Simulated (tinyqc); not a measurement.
One-sided p+-n junction, ionisation integral and breakdown: one step of the calculation.

A p+ layer at x < 0 and an n drift layer from x = 0. Depletion approximation, built-in voltage neglected. Local ionisation coefficients alpha_n = an exp(-(bn/E)^mx), alpha_p = ap exp(-(bp/E)^mx). Electrons move towards +x, holes towards x = 0.

Question. Field and ionisation coefficients on a grid. W = sqrt(2 eps0 eps_r V/(q N)), peak field E0 = q N W/(eps0 eps_r), falling linearly to 0 at W. Grid: 12 equal steps from 0 to fr W.

Inputs (values chosen for the exercise); material values close to those of 4H silicon carbide:
- eps_r = 9.53 (relative permittivity)
- an = 1.79e8 1/cm (prefactor of the electron ionisation coefficient)
- bn = 3.45e7 V/cm (field constant for electrons)
- ap = 3.55e8 1/cm (prefactor of the hole ionisation coefficient)
- bp = 2.49e7 V/cm (field constant for holes)
- mx = 1 (exponent)
- N = 5.4e16 cm^-3 (donor density of the drift layer)
- V = 318 V (reverse voltage)
- fr = 0.6 (share of the depleted width that the grid covers)

Constants: q = 1.602176634e-19 C, eps0 = 8.8541878128e-14 F/cm where lengths are in cm. Results are converted to the units shown.

Give: W; x; E; alpha_n; alpha_p.

Answer.

W = 2.491 um

```
point  x (um)  E (kV/cm)  alpha_n (1/cm)  alpha_p (1/cm)
0       0.000       2554           242.9         2.068e4
1       0.125       2426           119.3         1.238e4
2       0.249       2298           54.14            6998
3       0.374       2171           22.39            3700
4       0.498       2043           8.292            1807
5       0.623       1915           2.690           801.6
6       0.747       1788          0.7428           316.7
7       0.872       1660          0.1683           108.5
8       0.996       1532         0.02978           31.07
9       1.121       1405        0.003845           7.092
10      1.245       1277        3.297e-4           1.204
11      1.370       1149        1.638e-5          0.1380
12      1.494       1021        3.841e-7        0.009193
```

tinyqc, about 0.05 s, one thread, Intel Xeon 2.30GHz (shared host): `OMP_NUM_THREADS=1 python tinyqc.py 2120006 2120007 out.jsonl`
